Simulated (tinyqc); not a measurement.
Worked calculation: dopants and charged point defects at anneal temperature: Fermi-level effect, clustering and pairing. Computed by tinyqc, a small Python program that keeps every step. Command: `OMP_NUM_THREADS=1 python tinyqc.py 3010348 3010349 out.jsonl pairing walk`. One thread of a shared host (Intel(R) Xeon(R) Processor @ 2.30GHz), about 0.02 s of CPU time with the checks. Intermediate numbers are printed to about 5 digits and carried at full precision; extremes and crossings named in words are read from the listed rows.

Boltzmann statistics and full ionisation of active dopants. Energies are counted from the valence band; the defect (a vacancy or self-interstitial) has five charge states, with all degeneracy factors one.

Inputs (values chosen for the exercise, with bands modelled on InP):
```
quantity                                         value    unit
gap at 0 K E_g0                                   1.41      eV
Varshni alpha                                 0.000352    eV/K
Varshni beta                                       166       K
electron mass m_e                               0.0788     m_0
valleys M_c                                          1       -
hole mass m_h                                     0.58     m_0
anneal temperature T                               970       K
total dopant density N                           1e+18   cm^-3
formation enthalpy of the neutral defect H_f      3.24      eV
formation entropy S_f                              3.5     k_B
site density N_s                               3.8e+22   cm^-3
intrinsic dopant diffusivity D_i               6.2e-16  cm^2/s
anneal time t                                     5000       s
dopant atoms per cluster k                           2       -
cluster binding energy E_b                        1.06      eV
```

Dopant: donor. Second part: clustering of the dopant.

defect levels as fractions of E_g(T): (2+/+), (+/0), (0/-), (-/2-): 0.15  0.17  0.5  0.68

Constants: m_0 = 9.1093837015e-31 kg; k_B = 1.380649e-23 J/K; h = 6.62607015e-34 J s; k_B = 8.617333262e-05 eV/K.

## The host at the anneal temperature

E_g = E_g0 - alpha T^2/(T + beta). N_c = 2 M_c (2 pi m_e k_B T/h^2)^(3/2) and N_v = 2 (2 pi m_h k_B T/h^2)^(3/2), masses in units of m_0. n_i = sqrt(N_c N_v) exp(-E_g/2 k_B T); E_i = E_g/2 + (k_B T/2) ln(N_v/N_c).

E_g = 1.1185 eV

k_B T = 0.083588 eV

n_i = 1.7925e+16 cm^-3

E_i = 0.68437 eV

effective density of states N_b of the majority band = 3.2273e+18 cm^-3

## Active and clustered dopant

n = A/2 + sqrt(A^2/4 + n_i^2) for an active density A. k ionised dopants and k carriers form one neutral cluster: C = N_s (A/N_s)^k (n/N_b)^k exp(E_b/k_B T), N_b the effective density of states of the majority band, and N = A + k C (60 bisections in ln A between ln N - 90 and ln N).

active density A = 6.7067e+17 cm^-3

clusters C = 1.6466e+17 cm^-3

active share = 0.67067

33 % of the dopant is lost to clusters.

## Carrier density and Fermi level

chi = n/n_i (for acceptors n_i/p); E_F = E_i + k_B T ln chi; field enhancement h = 1 + A/sqrt(A^2 + 4 n_i^2).

n = 6.7115e+17 cm^-3

chi = 37.442

E_F = 0.98719 eV

field enhancement h = 1.9986

The doping is 37.4 n_i: extrinsic conditions.

## Charged defects

C_0 = N_s exp(S_f/k_B) exp(-H_f/k_B T). Ratios to the neutral state at E_F = E_i: r_+ = exp((E(+/0) - E_i)/k_B T), r_2+ = r_+ exp((E(2+/+) - E_i)/k_B T), r_- = exp((E_i - E(0/-))/k_B T), r_2- = r_- exp((E_i - E(-/2-))/k_B T); at other E_F state q scales as chi^(-q). The enhancement is sum r_q chi^(-q)/sum r_q. The charge on the defects is left out of neutrality.

neutral defects C_0 = 1.8447e+07 cm^-3

Charge states:
```
state     ratio r  intrinsic (cm^-3)  doped (cm^-3)
2+     5.5989e-06         1.0328e+02     7.3674e-02
+      2.7050e-03         4.9898e+04     1.3327e+03
0      1.0000e+00         1.8447e+07     1.8447e+07
-      4.4686e+00         8.2431e+07     3.0864e+09
2-     1.7962e+00         3.3134e+07     4.6449e+10
```

all defects, doped = 4.9554e+10 cm^-3

enhancement over intrinsic = 369.64

mean charge = -1.9370 e

Doping leaves the neutral state alone and multiplies the total by 370; the most common state is 2- (in intrinsic material -).

## Dopant diffusivity

If every charge state of the defect carries the dopant equally well, D = D_i x enhancement x h x (active share A/N, a rough stand-in that overstates the dA/dN which immobile clusters call for), D_i being an input held fixed when T or H_f is moved; diffusion length 2 sqrt(D t).

effective diffusivity D = 3.0718e-13 cm^2/s

D/D_i = 495.46

diffusion length = 783.82 nm

Caution: so large an enhancement assumes that highly charged defects carry the dopant as well as neutral ones; measured enhancements are far smaller.

## Against doping

chi = n/n_i; h = 1 + A/sqrt(A^2 + 4 n_i^2); the dopant diffusivity over its intrinsic value is D/D_i = enhancement x h x A/N, if every charge state carries the dopant equally well.

Trend at the anneal temperature:
```
N (cm^-3)  active A (cm^-3)     chi  defect enhancement  mean charge       D/D_i
5.40e+14         5.4000e+14   1.015          1.0169e+00      -1.1144  1.0322e+00
1.50e+15         1.5000e+15   1.043          1.0478e+00      -1.1245  1.0916e+00
4.20e+15         4.2000e+15   1.124          1.1413e+00      -1.1524  1.2741e+00
1.20e+16         1.2000e+16   1.389          1.4691e+00      -1.2307  1.9354e+00
3.30e+16         3.2997e+16   2.279          2.8236e+00      -1.4060  4.7354e+00
9.20e+16         9.1876e+16   5.314          1.0383e+01      -1.6588  2.0029e+01
2.60e+17         2.5325e+17  14.198          5.8692e+01      -1.8466  1.1377e+02
7.20e+17         5.5992e+17  31.268          2.6100e+02      -1.9253  4.0553e+02
2.00e+18         9.0566e+17  50.544          6.6261e+02      -1.9527  5.9986e+02
```

Well below n_i = 1.79e16 cm^-3 chi and the enhancement are near 1. At any doping d ln(enhancement)/d ln chi equals minus the mean charge, which goes from -1.11 to -1.95 over the rows. Clustering bends A over: its exponent in N falls to 0.47, towards 1/(2k) = 0.250.

## Activation against anneal temperature

The formulas are those given above.

Equilibrium activation:
```
T (K)  n_i (cm^-3)  active A (cm^-3)  clusters C (cm^-3)  active share
580     2.4417e+13        7.0153e+16          4.6492e+17       0.07015
680     2.6032e+14        1.6767e+17          4.1617e+17       0.16767
780     1.5602e+15        3.1596e+17          3.4202e+17       0.31596
870     5.6111e+15        4.8116e+17          2.5942e+17       0.48116
970     1.7925e+16        6.7067e+17          1.6466e+17       0.67067
1070    4.6795e+16        8.2631e+17          8.6843e+16       0.82631
1160    9.7394e+16        9.1475e+17          4.2627e+16       0.91475
```

The active share goes from 0.0702 at 580 K to 0.915 at 1160 K, so a layer activated by a hot, short anneal is metastable and deactivates in later, cooler steps if the dopant can move.

Checks made by the program: conservation of the dopant (relative difference below 1e-10); ratios against Boltzmann factors of formation energies at E_F (relative difference below 1e-10).
